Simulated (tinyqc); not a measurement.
# Double-gate transistor, scale length and short-channel effects: what changes with what

A body of thickness ts between two insulators of thickness ti and two tied gates. Below threshold the potential that source and drain add obeys Laplace's equation and vanishes on the gate. Its lowest mode decays along the channel as exp(-k y); k is the smallest positive root of the matching condition at the interface, and the scale length is Lambda = pi/k.

Inputs (values chosen for the exercise); permittivities: semiconductor close to that of silicon, insulator close to that of hafnium oxide: temperature T = 273 K; relative permittivity of the semiconductor eps_r = 11.8; relative permittivity of the insulator ei = 21.9; insulator thickness ti = 9.4 nm; body thickness ts = 4.6 nm; channel length L = 65 nm; potential of the source Vbi = 1.02 V; potential of the barrier top at threshold sT = 0.56 V; drain voltage Vds = 0.7 V.

Constants: q = 1.602176634e-19 C, kB = 1.380649e-23 J/K, Vt = kB T/q. Results are converted to the units shown.

Each table varies one quantity; the others keep the values above.

## A higher permittivity at fixed equivalent oxide thickness

k is the smallest positive root of f(k) = ei cos(k ti) cos(k ts/2) - eps_r sin(k ti) sin(k ts/2). Along the channel psi(y) = s + a exp(y/l) + b exp(-y/l) with psi(0) = Vbi, psi(L) = Vbi + Vds and l = 1/k = Lambda/pi; with A = Vbi - s, B = A + Vds, x = exp(-L/l): a = (B - A x) x/(1 - x^2), b = (A - B x)/(1 - x^2). The minimum is s + 2 sqrt(a b), at y = (l/2) ln(b/a). The long-channel potential follows the gate as s = sT + (Vg - VTL)/m, and the threshold VT is the gate voltage at which the minimum equals sT. Swing = m Vt ln 10/g at threshold, g = d(minimum)/ds = 1 - (b x + a)/((1 + x) sqrt(a b)). DIBL = [VT(0.05 V) - VT(Vds)]/(Vds - 0.05 V). sT and Vbi are held fixed; m = 1. The equivalent oxide thickness 3.9 ti/ei is held at 1.7 nm, so ti = 1.7 ei/3.9 nm.

Result of one run:
```
ei,ti (nm),Lambda (nm),L/Lambda,DIBL (mV/V),swing (mV/decade)
10,4.359,13.98,4.651,0.5097,54.25
```

What becomes of these results when the relative permittivity of the insulator ei is changed from 10 to 15, all else the same?

Result of the changed run:
```
ei,ti (nm),Lambda (nm),L/Lambda,DIBL (mV/V),swing (mV/decade)
15,6.538,16.78,3.873,1.736,54.44
```

The whole series:
```
ei,ti (nm),Lambda (nm),L/Lambda,DIBL (mV/V),swing (mV/decade)
3.9,1.700,11.96,5.435,0.1486,54.19
5,2.179,12.19,5.332,0.1748,54.20
7.5,3.269,12.94,5.024,0.2833,54.21
10,4.359,13.98,4.651,0.5097,54.25
15,6.538,16.78,3.873,1.736,54.44
20,8.718,20.23,3.214,4.948,54.95
25,10.90,24.02,2.706,11.20,55.93
35,15.26,32.09,2.026,35.05,59.56
```

As ei goes from 3.9 to 35, Lambda rises from 12.0 to 32.1 nm, DIBL rises from 0.149 to 35.0 mV/V and the swing rises from 54.2 to 59.6 mV a decade. The ratio ei/ti is the same in every row, yet the insulator grows from 1.70 to 15.3 nm, and drain fields reach the channel sideways through it.

## Effect of the drain voltage

Same model as above.

The same in every row: Lambda (nm) = 21.347; L/Lambda = 3.0449.

Effect of the drain voltage:
```
Vds (V),VT - VTL at Vds (mV),DIBL (mV/V),swing (mV/decade)
0.2,-9.3850,7.5811,55.106
0.35,-10.401,7.1773,55.128
0.5,-11.328,6.8458,55.154
0.65,-12.187,6.5660,55.181
0.8,-12.991,6.3248,55.209
0.95,-13.750,6.1136,55.237
1.1,-14.470,5.9263,55.266
```

As Vds goes from 0.2 to 1.1 V, Lambda stays at 21.3 nm, DIBL falls from 7.58 to 5.93 mV/V and the swing stays near 55.2 mV a decade.

Program tinyqc, `OMP_NUM_THREADS=1 python tinyqc.py 2420066 2420067 out.jsonl`; Intel Xeon 2.30GHz, shared host, one thread, about 0.01 s.
